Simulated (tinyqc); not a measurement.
Worked calculation: Born-Mayer model of an ionic crystal AB. Computed by tinyqc, a small Python program that keeps every step. Command: `OMP_NUM_THREADS=1 python tinyqc.py 3002235 3002236 out.jsonl bornmayer walk`. One thread of a shared host (Intel(R) Xeon(R) Processor @ 2.30GHz), about 0.01 s of CPU time with the checks. Intermediate numbers are printed to about 6 digits and carried at full precision; extremes and crossings named in words are read from the listed rows.

Energies are per ion pair and r is the nearest distance of unlike ions.

Inputs (values chosen for the exercise, for a model salt):
```
quantity,value,unit
ionic charge z,1,-
unlike repulsion lambda,4470,eV
range rho,0.316,angstrom
pressure P,0,GPa
```

Structure: caesium chloride. Short range: nearest neighbours only.

Constants: e^2/(4 pi eps_0) = 14.39964548 eV angstrom; 1 eV/angstrom^3 = 160.2176634 GPa.

## Equilibrium distance at zero pressure

Madelung constant M, unlike neighbours z1, like neighbours z2 at f r, volume per pair: rock salt 1.747565, 6, 12, sqrt2, 2 r^3; caesium chloride 1.762675, 8, 6, 2/sqrt3, 8 r^3/(3 sqrt3); zinc blende 1.638055, 4, 12, sqrt(8/3), 16 r^3/(3 sqrt3). U(r) = -M z^2 e^2/(4 pi eps_0 r) + z1 lambda exp(-r/rho). Newton steps on g(r) = U'(r), from r = 9 rho: r(new) = r - U'(r)/U''(r), with the move limited to 0.3 angstrom. Where U'' is negative, move 0.3 angstrom downhill. Stop when |U'| is below 1e-9.

Newton steps:
```
step,r (angstrom),U' (eV/angstrom),U'' (eV/angstrom^2)
1,2.84400,-1.08275e+01,41.9882
2,3.10187,-3.53725e+00,17.8410
3,3.30014,-9.66829e-01,9.0224
4,3.40729,-1.62798e-01,6.1505
5,3.43376,-7.62371e-03,5.5826
6,3.43513,-1.91231e-05,5.5546
7,3.43513,-1.21177e-10,5.5546
```

equilibrium distance r0 = 3.43513 angstrom

## Terms of the lattice energy

The formulas are those given above.

terms (eV): Coulomb -7.38891, unlike repulsion 0.67971

lattice energy U = -6.70920 eV per pair

The short-range terms together cancel 9.2 % of the Coulomb energy, which is rho/r0 = 0.0920: U = -(M z^2 e^2/(4 pi eps_0 r0))(1 - rho/r0).

## Bulk modulus

B = U''(r0)/(9 c r0), with the volume written as c r^3.

U''(r0) = 5.55456 eV/angstrom^2

bulk modulus B = 18.6968 GPa

## Under pressure

With the volume written as c r^3, under pressure take the root at the minimum of the enthalpy and solve U'(r) + 3 c r^2 P = 0; H = U + P V; B = (U'' - 2 U'/r)/(9 c r).

distance at P = 3.43513 angstrom

volume at P = 62.4078 angstrom^3

enthalpy at P = -6.70920 eV per pair

bulk modulus at P = 18.6968 GPa

P is zero, so these repeat the values above.

## Three structures under pressure

The formulas are those given above.

Enthalpy (eV per pair):
```
P (GPa),rock salt,caesium chloride,zinc blende
0,-6.8459,-6.7092,-6.6560
2,-5.9744,-5.9648,-5.4933
5,-4.7880,-4.9395,-3.9526
10,-2.9987,-3.3789,-1.6737
20,0.1796,-0.5826,2.3049
40,5.6872,4.3065,9.0853
70,12.8342,10.7012,17.7572
100,19.2086,16.4383,25.4108
```

volumes at zero pressure (angstrom^3): rock salt 73.631, caesium chloride 62.408, zinc blende 100.247

At zero pressure the order is rock salt < caesium chloride < zinc blende. Between 2 and 5 GPa the lowest enthalpy passes from rock salt to caesium chloride. Pressure favours the denser structure, through P V. The Madelung constants, the number of repulsive contacts and the volumes (73.6, 62.4, 100.2 angstrom^3 at P = 0) all matter. Caution: rigid ions with fixed charges leave out polarisation and covalency, so such models often misplace transition pressures.

Checks made by the program: Madelung constant against an Ewald sum (relative difference 1e-07); Newton against bracketing (relative difference below 1e-10).
